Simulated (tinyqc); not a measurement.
# Square on-chip spiral inductor, lumped pi model: effects of single changes

Outer diameter do = di + 2 n wd + 2 (n - 1) sp, mean da = (do + di)/2, fill p = (do - di)/(do + di), length l = 4 n da. L = 2.34 mu0 n^2 da/(1 + 2.75 p), mu0 = 4 pi 1e-7 H/m. Rs = rho l/(wd delta (1 - exp(-th/delta))), delta = sqrt(rho/(pi f mu0)). Cs = n wd^2 eps0 eo/hu across the coil. At each end Cox = l wd eps0 eo/(2 ho) leads to the substrate branch Rsi = 2 rs he/(l wd) in parallel with Csi = l wd eps0 11.7/(2 he). With one end grounded Y = 1/(Rs + i w L) + i w Cs + 1/[1/(i w Cox) + 1/(1/Rsi + i w Csi)], w = 2 pi f; Q = -Im Y/Re Y. Eddy currents in neighbouring turns and in the substrate are left out.

Inputs (values chosen for the exercise); values of the order met in silicon radio-frequency processes:
- n = 5.5 (number of turns)
- wd = 20 um (line width)
- sp = 2 um (space between turns)
- di = 100 um (inner diameter)
- th = 0.9 um (metal thickness)
- rho = 3 uohm cm (metal resistivity)
- ho = 4.9 um (oxide below the coil)
- hu = 1.1 um (oxide between coil and underpass)
- eo = 4.1 (relative permittivity of the oxide)
- rs = 10 ohm cm (substrate resistivity)
- he = 50 um (effective spreading depth in the substrate)
- f = 1.9 GHz (frequency)

Constants: eps0 = 8.8541878128e-12 F/m. Results are converted to the units shown.

Each table varies one quantity; the others keep the values above.

## Quality factor against frequency

Apparent inductance Im(1/Y)/w; share of the loss Re(substrate branch)/Re Y.

Result of one run:
```
f (GHz),Rs (ohm),w L/Rs,Q,apparent inductance (nH),loss in the substrate (%)
1.7,9.860,8.461,3.018,10.76,46.22
```

What becomes of these results when the frequency f is changed from 1.7 to 0.056 GHz, all else the same?

Result of the changed run:
```
f (GHz),Rs (ohm),w L/Rs,Q,apparent inductance (nH),loss in the substrate (%)
0.056,8.344,0.3293,0.3279,7.783,0.001514
```

The whole series:
```
f (GHz),Rs (ohm),w L/Rs,Q,apparent inductance (nH),loss in the substrate (%)
0.056,8.344,0.3293,0.3279,7.783,0.001514
0.091,8.432,0.5296,0.5269,7.787,0.004663
0.15,8.548,0.8611,0.8549,7.800,0.01745
0.24,8.689,1.355,1.338,7.833,0.07369
0.4,8.888,2.209,2.143,7.929,0.4283
0.65,9.133,3.492,3.204,8.184,2.498
1.1,9.483,5.692,4.075,8.984,15.30
1.7,9.860,8.461,3.018,10.76,46.22
2.8,10.42,13.18,0.5712,8.263,81.47
```

Q goes from 0.328 through a maximum of 4.07 (at f = 1.1 GHz among the rows listed) to 0.571; the exact peak is 4.08 at 1.11 GHz and Q reaches zero at the self-resonance, 3.33 GHz. The share of the substrate rises from 0.00151 to 81.5 %, and the apparent inductance ends at 1.06 times L. At the peak the substrate takes 15.8 % of the loss.

## Effect of the oxide below the coil

Same model as above.

Peak Q and its frequency from a search over f; self-resonance where Im Y = 0; Q at the given f (negative beyond resonance).

The same in every row: L (nH) = 7.810; do (um) = 338.0.

Results:
```
ho (um),peak Q,f of the peak (GHz),self-resonance (GHz),Q at f
1,2.097,0.5956,3.588,0.6503
2,2.779,0.7580,3.202,0.8460
5,4.110,1.121,3.342,2.517
7,4.731,1.300,3.589,3.710
10,5.464,1.519,3.916,5.058
15,6.376,1.803,4.335,6.352
```

Estimate the missing row, ho = 3 um.

Computed row:
```
ho (um),peak Q,f of the peak (GHz),self-resonance (GHz),Q at f
3,3.305,0.8967,3.148,1.293
```

With this row back in the table: As ho goes from 1 to 15, L stays at 7.81 nH, the peak Q rises from 2.10 to 6.38, its frequency rises from 0.596 to 1.80 GHz and the self-resonance goes from 3.59 through a minimum of 3.15 (at ho = 3 among the rows listed) to 4.34 GHz.

Computed by the program tinyqc: `OMP_NUM_THREADS=1 python tinyqc.py 2302067 2302068 out.jsonl`, one thread of a shared Intel Xeon 2.30GHz, about 0.01 s for the whole run.
